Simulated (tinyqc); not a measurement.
## Electron mobility in a silicon inversion layer, empirical terms and Matthiessen rule: effect of the reverse body bias

Inversion layer of sheet density Ns on a uniformly doped body, under a high-permittivity gate with an interlayer. The mobility terms are empirical power laws with prefactors chosen for the exercise; adding their inverses (Matthiessen) is itself an approximation.

ni = sqrt(Nc Nv) exp(-Eg/(2 Vt)), Eg in volts; Ndep = sqrt(2 eps0 eps_r Nb (2 Vt ln(Nb/ni) + Vsb)/q); E = q (Ndep + eta Ns)/(eps0 eps_r), in MV/cm. With t = T/(300 K): muC = Ac (Ns/1e12 cm^-2) t/(Nb/1e17 cm^-3 + Nit/1e11 cm^-2), muP = Ap E^(-1/3) t^(-1.75), muS = As E^(-gs), muR = Ar exp(2 ti/lr)/t; 1/mu is the sum of the inverses.

Values chosen for this exercise; material values close to those of silicon: temperature T = 300 K; band gap Eg = 1.11 eV; relative permittivity of the semiconductor eps_r = 11.7; conduction-band density of states at T Nc = 2.85e19 cm^-3; valence-band density of states at T Nv = 2.67e19 cm^-3; body doping Nb = 6.3e17 cm^-3; weight of the inversion charge in the effective field eta = 0.5; phonon-limited mobility at 1 MV/cm and 300 K Ap = 431 cm^2/(V s); roughness-limited mobility at 1 MV/cm As = 944 cm^2/(V s); exponent of the roughness term gs = 2; Coulomb prefactor Ac = 3600 cm^2/(V s); charge at the interface Nit = 1.5e11 cm^-2; remote-phonon mobility without interlayer Ar = 190 cm^2/(V s); interlayer thickness ti = 0.9 nm; decay length of remote phonons lr = 0.8 nm; inversion density Ns = 1.9e12 cm^-2.

Constants: q = 1.602176634e-19 C, kB = 1.380649e-23 J/K, Vt = kB T/q, eps0 = 8.8541878128e-14 F/cm where lengths are in cm. Results are converted to the units shown.

The same in every row: muC (cm^2/(V s)) = 876.92; muR (cm^2/(V s)) = 1802.7.

Result of one run:
```
E (MV/cm)	muP (cm^2/(V s))	muS (cm^2/(V s))	mu (cm^2/(V s))
0.84694	455.54	1316.0	215.05
```

Which reverse body bias Vsb gave this result: 0, 0.4, 1.2 or 1.6 V?

Vsb = 1.6 V.

The whole series:
```
Vsb (V)	E (MV/cm)	muP (cm^2/(V s))	muS (cm^2/(V s))	mu (cm^2/(V s))
0	0.56910	520.09	2914.7	252.47
0.4	0.65306	496.77	2213.4	240.39
0.8	0.72496	479.78	1796.2	230.62
1.2	0.78885	466.46	1517.0	222.32
1.6	0.84694	455.54	1316.0	215.05
2	0.90056	446.31	1164.0	208.56
2.4	0.95062	438.34	1044.6	202.69
```

As Vsb goes from 0 to 2.4 V, E rises from 0.569 to 0.951 MV/cm and mu falls from 252 to 203 cm^2/(V s). The phonon term is the smallest in the first and the last row.

Computed by the program tinyqc: `OMP_NUM_THREADS=1 python tinyqc.py 2510033 2510034 out.jsonl`, one thread of a shared Intel Xeon 2.30GHz, about 0.01 s for the whole run.
